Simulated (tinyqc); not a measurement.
# Quantum-well laser, gain and threshold: effects of single changes

One electron and one heavy-hole subband per well, parabolic, with equal sheet densities n of electrons and holes; k-conserving transitions, TE polarisation, no line broadening, so the gain starts as a step at E0 and peaks there. All wells are pumped alike.

Parameters, values chosen for the exercise; well values close to those of gallium arsenide: temperature T = 300 K; lowest transition energy E0 = 1.56 eV; in-plane electron mass me = 0.066 m0; in-plane hole mass mh = 0.371 m0; Kane energy Ep = 26.6 eV; refractive index nr = 3.44; well width Lw = 8 nm; number of wells Nw = 4; optical confinement per well Gw = 0.014; internal loss ai = 2 1/cm; cavity length Lc = 1000 um; front reflectance R1 = 0.32; back reflectance R2 = 0.3; defect recombination coefficient A = 2.6e7 1/s; radiative coefficient per well B = 7.7e-5 cm^2/s; Auger coefficient per well C = 1e-17 cm^4/s; injection efficiency eta = 0.91; stripe width Wd = 2 um.

Constants: q = 1.602176634e-19 C, kB = 1.380649e-23 J/K, eps0 = 8.8541878128e-12 F/m, hbar = 1.054571817e-34 J s, m0 = 9.1093837015e-31 kg, c = 299792458 m/s. Results are converted to the units shown.

Each table varies one quantity; the others keep the values above.

## Effect of the internal loss

Nc = me kB T/(pi hbar^2), Nv = mh kB T/(pi hbar^2), mr = me mh/(me + mh) in m0, g0(E) = q^2 Ep mr/(4 nr eps0 c hbar E Lw) (squared momentum element m0 Ep/4, joint density of states mr/(pi hbar^2 Lw) for both spins). Peak gain g(n) = g0(E0)[1 - exp(-n/Nc) - exp(-n/Nv)]. Mirror loss am = ln(1/(R1 R2))/(2 Lc); threshold gain gth = (ai + am)/(Nw Gw). nth solves g(n) = gth and ntr solves g(n) = 0. Jth = q Nw (A n + B n^2 + C n^3)/eta at n = nth, Ith = Jth Wd Lc; differential efficiency of both facets eta am/(ai + am).

The same in every row: ntr (cm^-2) = 1.0474e12.

Effect of the internal loss:

| ai (1/cm) | gth (1/cm) | nth (cm^-2) | Jth (A/cm^2) | Ith (mA) | differential efficiency |
|---|---|---|---|---|---|
| 1 | 227.09 | 1.1043e12 | 95.838 | 1.9168 | 0.83844 |
| 2 | 244.95 | 1.1089e12 | 96.595 | 1.9319 | 0.77732 |
| 4 | 280.66 | 1.1182e12 | 98.130 | 1.9626 | 0.67840 |
| 8 | 352.09 | 1.1371e12 | 101.28 | 2.0257 | 0.54078 |
| 12 | 423.52 | 1.1562e12 | 104.55 | 2.0910 | 0.44957 |
| 20 | 566.38 | 1.1956e12 | 111.45 | 2.2289 | 0.33618 |
| 30 | 744.95 | 1.2470e12 | 120.81 | 2.4161 | 0.25559 |
| 40 | 923.52 | 1.3008e12 | 131.08 | 2.6216 | 0.20617 |

As ai goes from 1 to 40 1/cm, gth rises from 227 to 924 1/cm, Jth rises from 95.8 to 131 A/cm^2 and Ith rises from 1.92 to 2.62 mA.

## Effect of the front reflectance

Same model as above.

The same in every row: ntr (cm^-2) = 1.047e12.

Effect of the front reflectance:

| R1 | gth (1/cm) | nth (cm^-2) | Jth (A/cm^2) | Ith (mA) | differential efficiency |
|---|---|---|---|---|---|
| 0.01 | 554.4 | 1.192e12 | 110.8 | 2.217 | 0.8514 |
| 0.03 | 456.3 | 1.165e12 | 106.1 | 2.122 | 0.8388 |
| 0.05 | 410.7 | 1.153e12 | 104.0 | 2.079 | 0.8309 |
| 0.1 | 348.8 | 1.136e12 | 101.1 | 2.023 | 0.8168 |
| 0.2 | 286.9 | 1.120e12 | 98.40 | 1.968 | 0.7967 |
| 0.32 | 244.9 | 1.109e12 | 96.60 | 1.932 | 0.7773 |
| 0.5 | 205.1 | 1.099e12 | 94.91 | 1.898 | 0.7515 |
| 0.8 | 163.1 | 1.088e12 | 93.18 | 1.864 | 0.7108 |

What does the table show?

As R1 goes from 0.01 to 0.8, gth falls from 554 to 163 1/cm, Jth falls from 111 to 93.2 A/cm^2 and Ith falls from 2.22 to 1.86 mA.

Range of the model: The second hole subband, left out here, lies within about 2 Vt of the first in a well this wide.

Program tinyqc, `OMP_NUM_THREADS=1 python tinyqc.py 2840008 2840009 out.jsonl`; Intel Xeon 2.30GHz, shared host, one thread, about 0.01 s.
